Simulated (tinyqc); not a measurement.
AlGaN/GaN HEMT with access regions, lumped model: two steps of the calculation.

A polarisation-induced electron sheet under a Schottky gate, in series with two ungated access regions and contacts. Drift law v = mu E/(1 + mu E/vs) under the gate. Currents in mA/mm, resistances in ohm mm. No self-heating, no channel-length modulation; fits for polarisation, barrier and offset are chosen for the exercise.

Inputs (values chosen for the exercise); values close to those of AlGaN/GaN structures:
- x = 0.19 (aluminium share of the barrier)
- d = 20 nm (barrier thickness)
- eps_r = 9.3 (relative permittivity of barrier and channel)
- mu = 1900 cm^2/(V s) (channel mobility)
- vs = 1.3e7 cm/s (saturation velocity)
- Lg = 0.5 um (gate length)
- Ls = 0.5 um (source access length)
- Ld = 8 um (drain access length)
- Rc = 0.28 ohm mm (resistance of each contact)
- ft = 0.12 (share of the drain-access electrons removed by traps)
- Vg = 0.5 V (gate voltage)
- Vd = 6 V (drain voltage)

Constants: q = 1.602176634e-19 C, eps0 = 8.8541878128e-14 F/cm where lengths are in cm. Results are converted to the units shown.

Question 1. Polarisation charge, threshold and sheet resistance. sigma = (5e13 x + 1.6e13 x^2) cm^-2, phiB = 0.84 + 1.3 x, dEc = 0.7 (1.71 x + x^2) in volts, Cb = eps0 eps_r/d, VT = phiB - dEc - q sigma/Cb, access density n0 = -Cb VT/q. Rsh = 1/(q mu n0); largest access current q n0 vs.

Wanted: sigma; Cb; VT; n0; Rsh; q n0 vs.

Answer 1.

sigma = 1.0078e13 cm^-2
Cb = 0.41172 uF/cm^2
VT = -3.0873 V
n0 = 7.9337e12 cm^-2
Rsh = 414.06 ohm
q n0 vs = 1652.4 mA/mm

Question 2. Drain current. Access resistance R(L, n) = L/(q mu n sqrt(1 - (I/(q n vs))^2)); Rs = Rc + R(Ls, n0), Rd = Rc + R(Ld, (1 - ft) n0). Vg' = Vg - I Rs, Vd' = Vd - I (Rs + Rd); with u = Vg' - VT, Vc = vs Lg/mu and w the smaller of Vd' and Vc [sqrt(1 + 2 u/Vc) - 1] (0 if negative), the channel gives (mu Cb/Lg)(u w - w^2/2)/(1 + w/Vc). I(new) = I + 0.3 (channel current - I).

I after iteration 1 = 850.27816 mA/mm
VT = -3.0873229 V
Cb = 0.41171973 uF/cm^2
n0 = 7.9336555e12 cm^-2

Find: Rs; Rd; Vg'; Vd'; channel current; I after iteration 2.

Answer 2.

Rs = 0.52145 ohm mm
Rd = 4.9201 ohm mm
Vg' = 0.056625 V
Vd' = 1.3732 V
channel current = 1059.8 mA/mm
I after iteration 2 = 913.13 mA/mm

Computed by the program tinyqc: `OMP_NUM_THREADS=1 python tinyqc.py 2570099 2570100 out.jsonl`, one thread of a shared Intel Xeon 2.30GHz, about 0.02 s for the whole run.
